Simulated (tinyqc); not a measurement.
# Worked calculation: Zener tunnelling in a reverse-biased junction, two-band WKB

Program tinyqc, `OMP_NUM_THREADS=1 python tinyqc.py 2620134 2620135 out.jsonl`; Intel Xeon 2.30GHz, shared host, one thread, about 0.01 s. Printed values are rounded.

Abrupt p-n junction, depletion approximation. Energies E are counted from the conduction-band edge of the neutral n side; its Fermi level lies at dn, that of the p side at dn - V, and the valence-band edge of the neutral p side at Em = dn + dp - V. Tunnelling needs 0 < E < Em. Two-band dispersion with equal masses m: inside the gap kappa = sqrt(m u (1 - u/Eg)/C), u the distance from a band edge, C = hbar^2/(2 m0).

Inputs (values chosen for the exercise); band and dielectric values close to those of gallium arsenide: temperature T = 300 K; band gap Eg = 1.41 eV; relative permittivity eps_r = 12.9; conduction-band density of states at 300 K Nc = 4.35e17 cm^-3; valence-band density of states at 300 K Nv = 8.97e18 cm^-3; band-edge mass of the two-band model m = 0.071 m0; acceptor density Na = 1.9e19 cm^-3; donor density Nd = 5.5e18 cm^-3; bias of the p side V = -0.86 V; points of the energy grid nE = 13.

Constants: q = 1.602176634e-19 C, kB = 1.380649e-23 J/K, hbar = 1.054571817e-34 J s, h = 6.62607015e-34 J s, m0 = 9.1093837015e-31 kg, Vt = kB T/q, eps0 = 8.8541878128e-14 F/cm where lengths are in cm, hbar^2/(2 m0) = 0.0380998212 eV nm^2. Results are converted to the units shown.

Range of the model: Parabolic densities of states, no band tails and no gap narrowing, all of which matter at such doping.

## Fermi levels and built-in voltage

Nd = Nc F12(dn/Vt), Na = Nv F12(dp/Vt), F12(x) = (2/sqrt(pi)) int_0^infinity sqrt(u)/(1 + exp(u - x)) du; dn = EF - Ec on the n side, dp = Ev - EF on the p side (negative outside the bands); Vbi = Eg + dn + dp.

dn = 0.166251 eV
dp = 0.0382236 eV
Vbi = 1.61447 V

Boltzmann statistics would give dn = 0.0656 eV and dp = 0.0194 eV. At zero bias the bands of the two sides overlap by dn + dp.

## Width, field and exponent

W = sqrt(2 eps0 eps_r (Vbi - V)(1/Na + 1/Nd)/q), mean field F = (Vbi - V)/W, peak field 2 F. In a uniform field F the exponent is S = pi sqrt(m/C) Eg^1.5/(4 F). Transverse energy Et = C kt^2/m raises it to S (1 + 4 Et/Eg), so T = exp(-S) exp(-Et/Eb) with Eb = Eg/(4 S). KJ = (2 q^2/h) m/(4 pi C) (times 1e14 for A/cm^2 per eV^2).

W = 28.7604 nm
mean field = 0.860375 MV/cm
S = 20.8641
exp(-S) = 8.68673e-10
Eb = 16.8951 meV
tunnelling length Eg/F = 16.3882 nm

## Current density on a coarse grid

J = KJ exp(-S) Eb times the integral from 0 to Em of [f(E - dn) - f(E - dn + V)] [1 - exp(-min(E, Em - E)/Eb)] dE, f(x) = 1/(1 + exp(x/Vt)), with S and Eb from the mean field; J > 0 flows from p to n. KJ = (2 q^2/h) m/(4 pi C) (times 1e14 for A/cm^2 per eV^2). Simpson's rule on nE equally spaced points from 0 to Em.

```
point   E (eV)  difference of the f  transverse factor
0      0.00000             -0.00161            0.00000
1      0.08871             -0.04745            0.99475
2      0.17741             -0.60629            0.99997
3      0.26612             -0.97943            1.00000
4      0.35482             -0.99932            1.00000
5      0.44353             -0.99998            1.00000
6      0.53224             -1.00000            1.00000
7      0.62094             -1.00000            1.00000
8      0.70965             -1.00000            1.00000
9      0.79836             -0.99985            1.00000
10     0.88706             -0.99543            0.99997
11     0.97577             -0.87575            0.99475
12     1.06447             -0.18565            0.00000
```

integral = -0.851355 eV
KJ = 1.14900e9 A/(cm^2 eV^2)
J = -0.0143565 A/cm^2

A converged quadrature gives -0.01432 A/cm^2; this grid is 0.24 % above that in size.
